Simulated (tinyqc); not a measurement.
Van der Pauw, Hall and four-point-probe measurements on a doped layer: correction factor against the shape of the sample.

A uniform n-type layer with sheet resistance Rs = 1/(q ns mu), point contacts, low field (mu B small).

Rs = 1/(q ns mu). For a rectangle with contacts at the corners, RA = (8 Rs/pi) sum_(k>=0) ln coth((2k + 1) pi a/(2 b)) with current along a short side b and voltage along the opposite one, RB the same with a and b exchanged. ar = a/b. F = Rs/[(pi/ln 2)(RA + RB)/2]; small-asymmetry estimate 1 - (ln 2/2) d^2 - ((ln 2)^2/4 - (ln 2)^3/12) d^4 with d = (RB - RA)/(RB + RA).

Inputs (values chosen for the exercise):
```
symbol   value        unit                     meaning
ns      9.5e11       cm^-2  sheet density of the layer
mu          76  cm^2/(V s)              drift mobility
```

Constants: q = 1.602176634e-19 C. Results are converted to the units shown.

Correction factor against the shape of the sample:
```
ar	RA (ohm)	RB (ohm)	RB/RA	F	estimate of F
1	1.907e4	1.907e4	1.000	1.000	1.000
1.14	1.227e4	2.813e4	2.293	0.9442	0.9444
1.29	7653	3.895e4	5.089	0.8185	0.8249
1.43	4929	4.975e4	10.09	0.6977	0.7254
1.57	3175	6.100e4	19.22	0.5944	0.6577
1.71	2045	7.255e4	35.48	0.5114	0.6167
1.86	1276	8.513e4	66.70	0.4415	0.5917
2	822.2	9.701e4	118.0	0.3899	0.5787
```

RB/RA rises from 1.00 to 118 and F falls from 1.00 to 0.390. The estimate is 0.78 % above F at a/b = 1.29 and 48 % above it in the last row. RA shrinks about as exp(-pi a/b): by a factor of 1.55 between the last two rows, against 1.55.

Computed by the program tinyqc: `OMP_NUM_THREADS=1 python tinyqc.py 2850190 2850191 out.jsonl`, one thread of a shared Intel Xeon 2.30GHz, about 0.04 s for the whole run.
